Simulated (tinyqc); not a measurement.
Debye-Callaway model of lattice thermal conductivity: one step, computed by the program tinyqc.

Three acoustic branches with one velocity v, cut at omega_D = k_B Theta/hbar; x = hbar omega/(k_B T). v and Theta are separate inputs: Theta cuts off the heat-carrying modes, so C need not reach 3 k_B/V. gamma is an effective value that sets the umklapp rate.

Problem. Scattering rates at one frequency. Rates: point defects A omega^4; umklapp B omega^2 T exp(-Theta/(b T)) with B = hbar gamma^2/(M v^2 Theta). Boundaries: v/L. The resistive time is tau_R = 1/(boundary + point-defect + umklapp rates), and the free path is v tau_R.

Inputs (values chosen for the exercise, modelled on silicon carbide): sound velocity v = 8790 m/s; Debye temperature Theta = 1090 K; mean atomic mass M = 20.05 u; effective Grueneisen parameter gamma = 2.39; umklapp exponent divisor b = 3; Casimir length L = 2600 micrometre; temperature T = 20 K; probe frequency omega/omega_D = 0.33.

Sample: crystal. Point defects: alloy. Normal processes: left out.

Rayleigh coefficient A = 3.177701e-44 s^3

Constants: k_B = 1.380649e-23 J/K; hbar = 1.054571817e-34 J s; u = 1.6605390666e-27 kg.

Give: omega; Rates; tau_R; free path.

Solution.

omega = 4.709e+13 rad/s

Rates:
```
process        rate (1/s)  rate x tau_R
boundaries      3.381e+06     2.163e-05
point defects   1.563e+11        1.0000
umklapp             122.8     7.860e-10
```

tau_R = 6.399e-12 s

free path = 56.24 nm

The strongest resistive process at this frequency: point defects, 100 % of the resistive rate.
